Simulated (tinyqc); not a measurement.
# Nanowire ballistic transistor, top-of-the-barrier model: effects of single changes

At the top of the source barrier, states moving towards the drain are filled by the source (Fermi level 0) and states moving back by the drain (Fermi level -q Vd); nothing scatters. U is the shift of the band edge there, set by the capacitances CG, CD and CS (the total) and by the charge. Parabolic one-dimensional subband; the source is grounded.

Values chosen for this exercise; mass and valleys close to those of germanium:
```
symbol  value  unit                                                                 meaning
T         300     K                                                             temperature
m       0.117    m0                                                          effective mass
gv          4                                                             valley degeneracy
eox       7.5                                   relative permittivity of the gate insulator
tox       3.5    nm                                                     insulator thickness
d           2    nm                                                           wire diameter
aG       0.81                                                            gate control CG/CS
aD      0.034                                                           drain control CD/CS
E0       0.35    eV  band edge at the barrier top above the source Fermi level at zero bias
```

Constants: q = 1.602176634e-19 C, kB = 1.380649e-23 J/K, hbar = 1.054571817e-34 J s, h = 6.62607015e-34 J s, m0 = 9.1093837015e-31 kg, Vt = kB T/q, eps0 = 8.8541878128e-14 F/cm where lengths are in cm. Results are converted to the units shown.

Each table varies one quantity; the others keep the values above.

## Output curve

N0 = gv sqrt(2 m kB T/pi)/hbar, CG = 2 pi eps0 eox/ln(1 + 2 tox/d), CS = CG/aG, n0 = n at U = 0 and Vd = 0. eta1 = -(E0 + U)/Vt, eta2 = eta1 - Vd/Vt, n = (N0/2)[F_(-1/2)(eta1) + F_(-1/2)(eta2)], F_(-1/2)(x) = (1/sqrt(pi)) int_0^infinity u^(-1/2)/(1 + exp(u - x)) du. U = UL + q (n - n0)/CS with UL = -(aG Vg + aD Vd), energies in eV. I = gv (2 q^2/h) Vt [ln(1 + exp eta1) - ln(1 + exp eta2)]. CQ = (q/Vt) dn/d(eta1).

In this table Vg = 0.7 V.

Output curve:
```
Vd (V)    eta1  n (cm^-1)  I (uA)  mean velocity I/(q n) (cm/s)  CQ/CS
0.01    0.4168    4.416e6   1.721                       2.433e6  4.629
0.025   0.6378    4.304e6   4.167                       6.042e6  4.440
0.05    0.9531    4.148e6   7.698                       1.158e7  3.940
0.1      1.332    3.975e6   11.94                       1.875e7  2.964
0.15     1.452    3.945e6   13.22                       2.091e7  2.612
0.2      1.488    3.962e6   13.54                       2.133e7  2.544
0.3      1.529    4.012e6   13.82                       2.150e7  2.526
0.4      1.566    4.064e6   14.07                       2.160e7  2.518
0.6      1.641    4.168e6   14.57                       2.181e7  2.502
0.8      1.716    4.272e6   15.07                       2.203e7  2.485
```

What does the table show?

The current rises from 1.72 to 15.1 uA; n goes from 4.42e6 through a minimum of 3.95e6 (at Vd = 0.15 V among the rows listed) to 4.27e6 cm^-1 and eta1 rises from 0.417 to 1.72. The resistance in the first row is 5.81 kohm, against h/(2 q^2 gv) = 3.23 kohm for one open subband, though nothing scatters in the channel. The current passes 90 % of its last value at Vd = 0.3 V among the rows, where eta2 = -10; returning states are gone from Vd = 0.3 V on (eta2 < -7), and from there the drain control aD lifts eta1 from 1.53 to 1.72.

## Effect of the valley degeneracy

Same model as above.

CQ = (q/Vt) dn/d(eta1). E0 is held fixed.

In this table Vg = 0.7 V, Vd = 0.7 V.

Effect of the valley degeneracy:
```
gv    eta1  n (cm^-1)  I (uA)  mean velocity I/(q n) (cm/s)   CQ/CS
1    5.551    2.080e6   11.13                       3.339e7  0.3630
2    3.493    3.217e6   14.11                       2.738e7  0.9556
3    2.361    3.843e6   14.73                       2.392e7   1.716
4    1.678    4.220e6   14.82                       2.192e7   2.494
6   0.8866    4.657e6   14.80                       1.984e7   3.830
```

What does the comparison show?

As gv goes from 1 to 6, n rises from 2.08e6 to 4.66e6 cm^-1, the mean velocity falls from 3.34e7 to 1.98e7 cm/s and the current goes from 11.13 through a maximum of 14.82 (at gv = 4 among the rows listed) to 14.80 uA. CQ/CS goes from 0.36 to 3.8.

Program tinyqc, `OMP_NUM_THREADS=1 python tinyqc.py 2400018 2400019 out.jsonl`; Intel Xeon 2.30GHz, shared host, one thread, about 0.03 s.
